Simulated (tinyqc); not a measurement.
# From one set of inputs to another, one input at a time

Model: one anharmonic mode: perturbation theory, self-consistent phonons and exact levels. Computed by tinyqc, a small Python program. Command: `OMP_NUM_THREADS=1 python tinyqc.py 3012725 3012726 out.jsonl scp ladder`. One thread of a shared host (Intel(R) Xeon(R) Processor @ 2.30GHz), about 0.08 s of CPU time with the checks.

V(x) = k x^2/2 + b x^4 for one coordinate x of mass M. A constant K > 0 gives hbar Omega = sqrt((hbar^2/u) K/M) with K in eV/angstrom^2 and M in u.

The inputs printed are set A. Inputs not listed in the table keep their values of set A, so the rows need not describe a real material.

Inputs (values chosen for the exercise, for a model mode): mode mass M = 34.5 u; harmonic constant k = 1.04 eV/angstrom^2; quartic constant b = 25 eV/angstrom^4; temperature T = 60 K; mixing = 0.7.

Shape: single well.

Constants: hbar^2/u = 4.18015928e-03 eV angstrom^2; k_B = 8.617333262e-05 eV/K.

Method:
- Self-consistent phonon, centred at x = 0: K = k + 12 b <x^2>, <x^2> = (hbar Omega/(2K)) coth(hbar Omega/(2 k_B T)).
- Start at K = |k|; K(new) = K + mixing x (K_out - K), but at least K/20; stop when |K_out - K| < 1e-9 |k| or after 90 steps.
- Its free energy is F = k_B T ln[2 sinh(hbar Omega/(2 k_B T))] + (k - K)<x^2>/2 + 3 b <x^2>^2, an upper bound to the exact one.
- Basis: oscillator states n of the constant |k|, with x = s (a + a+), s^2 = hbar Omega/(2|k|); H = hbar Omega (n + 1/2) + (k - |k|) x^2/2 + b x^4, with exact matrix elements of x^2 and x^4.
- Exact values use 120 basis states: F = -k_B T ln sum exp(-E_n/(k_B T)), and <x^2> is the Boltzmann mean.

Each row keeps all changes above it:
```
input moved                          from    to  self-consistent quantum (meV)  self-consistent <x^2> (angstrom^2)  exact <x^2> (angstrom^2)
set A                                   -     -                          16.47                            0.003996                  0.004096
temperature T (K)                      60   370                          21.21                            0.008905                  0.009796
harmonic constant k (eV/angstrom^2)  1.04  4.93                          28.06                            0.005221                  0.005316
mode mass M (u)                      34.5  66.5                          20.15                            0.005099                  0.005196
quartic constant b (eV/angstrom^4)     25   102                          24.20                            0.003585                  0.003775
```

Which inputs carry the difference?

Self-consistent quantum goes from 16.5 to 24.2, a factor 1.47 in all. The largest single move comes from mode mass M (a factor 0.718), but it runs against the net change; the largest move in the direction of the net change is harmonic constant k (a factor 1.32). Self-consistent <x^2> goes from 0.00400 to 0.00358, a factor 0.897 in all. The largest single move comes from temperature T (a factor 2.23), but it runs against the net change; the largest move in the direction of the net change is harmonic constant k (a factor 0.586). Exact <x^2> goes from 0.00410 to 0.00377, a factor 0.922 in all. The largest single move comes from temperature T (a factor 2.39), but it runs against the net change; the largest move in the direction of the net change is harmonic constant k (a factor 0.543). The single moves hold for this order of the switches; the total does not depend on the order.

Extremes, crossings and ranges named in words are read from the listed rows.
